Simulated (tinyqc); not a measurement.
Heat flow across a film from the phonon Boltzmann equation in the relaxation-time approximation: one step, computed by the program tinyqc. Command: `OMP_NUM_THREADS=1 python tinyqc.py 3003804 3003805 out.jsonl slabbte walk`. One thread of a shared host (Intel(R) Xeon(R) Processor @ 2.30GHz), about 0.01 s of CPU time with the checks.

Two black walls, hot at x = 0 and cold at x = L, emit phonons isotropically. For one free path Lambda, with tau = x/Lambda, tau_L = L/Lambda and phi = (T - T_cold)/Delta T, energy balance gives phi(tau) = (1/2) [E2(tau) + int_0^tau_L phi(s) E1(|tau - s|) ds]; E_n are the exponential integrals. The flux over the ballistic flux C v Delta T/4 is psi = 1 - 2 int_0^tau_L phi(s) E2(s) ds, and kappa_eff/kappa = (3/4) tau_L psi. kappa = C v Lambda/3 is an input, so at fixed kappa a longer free path means a smaller C v.

Task: The small linear system for Lambda_1. Cut the film into n equal cells with constant phi, collocated at the centres c_i: the kernel integrates to A_ij = |E2(|c_i - e_j|) - E2(|c_i - e_(j+1)|)|/2 for cell edges e_j, and A_ii = 1 - E2(half a cell); solve (1 - A) phi = E2(c)/2; psi = 1 - 2 sum_j phi_j [E3(e_j) - E3(e_(j+1))].

Inputs (values chosen for the exercise, modelled on indium phosphide): film thickness L = 100 nm; free path Lambda_1 = 90 nm; cells n in the small system = 6.

Give: optical thickness tau_L; 1 - A; right-hand side E2(c)/2; flux weights E3(e_j) - E3(e_(j+1)).

Result:

optical thickness tau_L = 1.1111

1 - A:
$$\begin{pmatrix}
0.73630 & -0.12322 & -0.07082 & -0.04646 & -0.03226 & -0.02315 \\
-0.12322 & 0.73630 & -0.12322 & -0.07082 & -0.04646 & -0.03226 \\
-0.07082 & -0.12322 & 0.73630 & -0.12322 & -0.07082 & -0.04646 \\
-0.04646 & -0.07082 & -0.12322 & 0.73630 & -0.12322 & -0.07082 \\
-0.03226 & -0.04646 & -0.07082 & -0.12322 & 0.73630 & -0.12322 \\
-0.02315 & -0.03226 & -0.04646 & -0.07082 & -0.12322 & 0.73630
\end{pmatrix}$$

right-hand side E2(c)/2: [0.36815, 0.24494, 0.17412, 0.12766, 0.095401, 0.072248]

flux weights E3(e_j) - E3(e_(j+1)): [0.13941, 0.091449, 0.064851, 0.047496, 0.035472, 0.026852]
